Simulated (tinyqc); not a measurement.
Threshold-voltage variability of a planar MOSFET, analytic estimates: effect of the channel doping.

Three independent sources add in quadrature: random dopants in the depleted layer, metal-gate grains of two orientations, and roughness of the two gate edges acting through the roll-off VT = VT(long) - Vr exp(-L/l). These are first-order estimates: no three-dimensional electrostatics, no percolation.

ni = sqrt(Nc Nv) exp(-Eg/(2 Vt)), Eg in volts; Cox = 3.9 eps0/ti; Wd = sqrt(4 eps0 eps_r Vt ln(Na/ni)/(q Na)); dopants: s1 = (q/Cox) sqrt(Na Wd/(3 L W)). Grains: Ng = L W/G^2 (at least 1), s2 = dW sqrt(p (1 - p)/Ng). Edges, with exponential correlation and u = W/La: the mean gate length has sL^2 = 2 De^2 (2/u)[1 - (1 - exp(-u))/u]; s3 = sL (Vr/l) exp(-L/l). s = sqrt(s1^2 + s2^2 + s3^2). l and Vr are held fixed.

Inputs (values chosen for the exercise); material values close to those of silicon:
- T = 300 K (temperature)
- Eg = 1.13 eV (band gap)
- eps_r = 11.7 (relative permittivity of the semiconductor)
- Nc = 2.82e19 cm^-3 (conduction-band density of states at T)
- Nv = 2.67e19 cm^-3 (valence-band density of states at T)
- ti = 2.2 nm (oxide-equivalent thickness in inversion)
- L = 25 nm (gate length)
- W = 56 nm (gate width)
- G = 15 nm (metal grain size)
- dW = 0.1 eV (work-function difference of the two grain orientations)
- p = 0.5 (share of the orientation of higher work function)
- De = 1.9 nm (rms roughness of one gate edge)
- La = 20 nm (correlation length of the roughness)
- l = 6.2 nm (decay length of the threshold roll-off)
- Vr = 1.4 V (prefactor of the roll-off)

Constants: q = 1.602176634e-19 C, kB = 1.380649e-23 J/K, Vt = kB T/q, eps0 = 8.8541878128e-14 F/cm where lengths are in cm. Results are converted to the units shown.

The same in every row: s2 (mV) = 20.04; s3 (mV) = 7.414.

Results:
```
Na (cm^-3)  s1 (mV)  s (mV)  s sqrt(L W) (mV um)
1.5e17        17.90   27.88                1.043
2.6e17        20.71   29.76                1.114
4.7e17        24.22   32.30                1.209
8.2e17        28.05   35.26                1.319
1.5e18        32.89   39.22                1.467
2.6e18        38.00   43.60                1.631
8e18          51.04   55.34                2.071
```

Estimate the missing row, Na = 4.5e18 cm^-3.

Computed row:
```
Na (cm^-3)  s1 (mV)  s (mV)  s sqrt(L W) (mV um)
4.5e18        43.89   48.82                1.827
```

With this row back in the table: As Na goes from 1.5e17 to 8e18 cm^-3, s rises from 27.9 to 55.3 mV. The largest source is the grains in the first row and the dopants in the last. s1 goes on average as Na^(0.26), near the 1/4 expected from Na Wd. For Na = 1.5e17 to 1.5e18 cm^-3 the depletion depth exceeds L, so source and drain share much of the charge and s1 is rough.

Numbers from tinyqc (`OMP_NUM_THREADS=1 python tinyqc.py 2090102 2090103 out.jsonl`; about 0.02 s on one thread of a shared Intel Xeon 2.30GHz).
